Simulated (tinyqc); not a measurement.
Type-II superlattice in the two-band Kane model: sweeps and comparisons. A value that a table varies takes the place of the one given here.

Motion along the axis, period d = a + b, c = hbar^2/2m0. Conduction and light-hole bands couple: (E - Ec)(E - Ev) = Ep c k^2 in each layer, with mass m(E) = (E - Ev)/Ep, which may be negative. The conduction envelope psi and psi'/m(E) are continuous; a layer carries them by [[cos kt, (m/k) sin kt], [-(k/m) sin kt, cos kt]] (cosh and sinh for k^2 < 0), and cos(q d) = tr(M_B M_A)/2. C1 is the first miniband above EvB, with its bottom at tr/2 = +1 and its top at -1; the gap is the bottom of C1 less the top heavy-hole level HH1.

Heavy holes are uncoupled: with e = EvB - E, p = sqrt(mhB e/c), w = sqrt(mhA (EvB - EvA - e)/c), the top level HH1 at q = 0 solves (p/mhB) tan(p b/2) = (w/mhA) tanh(w a/2).

Constants: hbar^2/2m0 = 3.80998211 eV angstrom^2; hc = 1239.841984 eV nm.

Parameters, chosen for this exercise (near those of an InAs/GaSb superlattice; the results hold for these values, not for the real material):
```
symbol  value                         unit      meaning
b       26                            angstrom  layer B
EcA     0                             eV        conduction edge of A
EvA     -0.421                        eV        valence edge of A
EcB     0.905                         eV        conduction edge of B
EvB     0.102                         eV        valence edge of B
EpA     14.5                          eV        coupling energy in A
EpB     18.1                          eV        coupling energy in B
mhA     0.35                          m0        heavy hole in A
mhB     0.26                          m0        heavy hole in B
As      (21, 30, 37, 45, 55, 63, 79)  angstrom  widths of layer A
a       49                            angstrom  layer A
```

## Width of layer A

Bottom of C1 (tr/2 = +1, above EvB), HH1, the gap and hc/gap; widths at which C1 no longer starts above EvB are left out.

Results:
```
a (angstrom),C1 (eV),HH1 (eV),gap (meV),cut-off (micrometre)
21,0.4128,0.0057,407.0,3.05
30,0.3121,0.0044,307.8,4.03
37,0.2572,0.0041,253.1,4.90
45,0.2105,0.0041,206.4,6.01
55,0.1680,0.0041,164.0,7.56
63,0.1426,0.0041,138.6,8.95
79,0.1064,0.0041,102.3,12.12
```

From a = 21 to 79 angstrom C1 falls by 306 meV while HH1 moves by -1.6 meV, so layer A tunes the gap, from 407 to 102 meV. The cut-off shifts by 0.109 micrometre per angstrom at the thin end and 0.198 at the thick end: long wavelengths need tight control of the thickness.

## One band or two

Bottom of C1. One band: (k/mA) tan(k a/2) = (kappa/mB) tanh(kappa b/2) with the edge masses (Ec - Ev)/Ep and barrier EcB - EcA. Second row: mA replaced by m(E). The last column is measured against two bands.

Results:
```
model,C1 (eV),gap (meV),error (meV)
"one band, edge masses",0.1861,182.0,-5.7
m(E) in A only,0.1671,163.0,-24.7
two bands,0.1918,187.7,0.0
```

mA = 0.0290 m0
mB = 0.0444 m0

With edge masses C1 errs by -6 meV, 3 % of the gap. The heavier m(E) in A changes it by -19 meV; the treatment of B changes it by +25 meV, since C1 lies 90 meV above the valence edge of B, where its mass is 0.0050 instead of 0.0444.

## What each parameter does

Bottom and width of C1, HH1 and the gap. Each row changes one parameter from the base and keeps the others.

Results:
```
case,C1 (eV),width (meV),HH1 (eV),gap (meV)
base,0.1918,80.9,0.0041,187.7
a = 46 angstrom,0.2056,87.4,0.0041,201.5
b = 29 angstrom,0.1988,71.2,0.0177,181.1
EvB = 0.082 eV,0.1910,78.5,-0.0147,205.7
EcB = 0.955 eV,0.1965,76.4,0.0041,192.4
EvA = -0.451 eV,0.1884,78.2,0.0023,186.1
EpA = 15.7 eV,0.1973,86.7,0.0041,193.2
mhB = 0.3 m0,0.1918,80.9,0.0098,182.0
```

The largest shifts from the base row, up to three for each result and ties (the steps differ in size, so this ranks the rows, not the parameters). C1 (eV): a +0.0138, b +0.0070, EpA +0.0055; unchanged at the printed digits by mhB. width (meV): b -9.7, a +6.5, EpA +5.8; unchanged at the printed digits by mhB. HH1 (eV): EvB -0.0187, b +0.0136, mhB +0.0058; unchanged at the printed digits by a, EcB and EpA. gap (meV): EvB +17.9, a +13.8, b -6.6.

(tinyqc, `OMP_NUM_THREADS=1 python tinyqc.py 1282353 1282354 out.jsonl`, Intel(R) Xeon(R) Processor @ 2.30GHz, 1 thread, shared host, about 0.04 s.)
